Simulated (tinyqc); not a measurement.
What each parameter does: linear model of a band gap against the share of exact exchange.

E(alpha) = E0 + S alpha. A wider gap screens less, modelled in the Penn form eps(alpha) = 1 + (e0 - 1)(EP/(EP + S alpha))^2 with a scale EP chosen for the exercise. A dielectric-dependent hybrid takes alpha = 1/eps.

Values chosen for the exercise (of the order of those of Si; shifted at random, so the results belong to these values and not to a real crystal):
- E0 = 0.62 eV (gap of the semi-local functional)
- S = 4.82 eV (slope dE/d(alpha))
- e0 = 12.52 (optical dielectric constant at alpha = 0)
- EP = 9.2 eV (energy scale of the screening)

Fixed point alpha = 1/eps(alpha), gap and eps there.

Results for these values:
```
case   alpha  E (eV)     eps
base  0.0866   1.038  11.541
```

What happens to each result for S = 5.302 eV, all else kept?

Answer: alpha rises from 0.0866 to 0.0874; E rises from 1.038 to 1.083; eps falls from 11.541 to 11.442.

The same for each parameter in turn:
```
case            alpha  E (eV)     eps
base           0.0866   1.038  11.541
E0 = 0.682 eV  0.0866   1.100  11.541
S = 5.302 eV   0.0874   1.083  11.442
e0 = 13.772    0.0782   0.997  12.786
EP = 10.12 eV  0.0860   1.034  11.632
```

(tinyqc, `OMP_NUM_THREADS=1 python tinyqc.py 1850382 1850383 out.jsonl`, Intel(R) Xeon(R) Processor @ 2.30GHz, 1 thread, shared host, about 0.01 s.)
